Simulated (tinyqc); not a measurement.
## Trap density from one capacitance

Question. Traps spread evenly through the insulator exchange electrons with the semiconductor by tunnelling, with tau(x) = t0 exp(2 ka x) at depth x from the interface. The admittance per area Y seen at depth x obeys dY/dx = -Y^2/(i w eps0 eox) + q Nb ln(1 + i w tau)/tau, with Y(0) = i w Cs and w = 2 pi f; the gate sees Y(tox) = G + i w C. Working variable y = Y/(i w), in uF/cm^2. Cox = eps0 eox/tox. Find Nb and G/w.

Parameters, values chosen for the exercise: relative permittivity of the insulator eox = 3.96; insulator thickness tox = 5.7 nm; semiconductor capacitance in accumulation Cs = 0.66 uF/cm^2; decay constant of the wave function in the insulator ka = 3.6 1/nm; time constant of a trap at the interface t0 = 2e-10 s; frequency f = 100 Hz.

Constants: q = 1.602176634e-19 C, eps0 = 8.8541878128e-14 F/cm where lengths are in cm. Results are converted to the units shown.

C = 0.65779687 uF/cm^2

Solution. C rises steadily with Nb, so one density matches; in practice ka and t0 must come from the frequency dependence.

Nb = 6.30e19 cm^-3 eV^-1
G/w = 0.0314 uF/cm^2

tinyqc, about 0.6 s, one thread, Intel Xeon 2.30GHz (shared host): `OMP_NUM_THREADS=1 python tinyqc.py 2202188 2202189 out.jsonl`
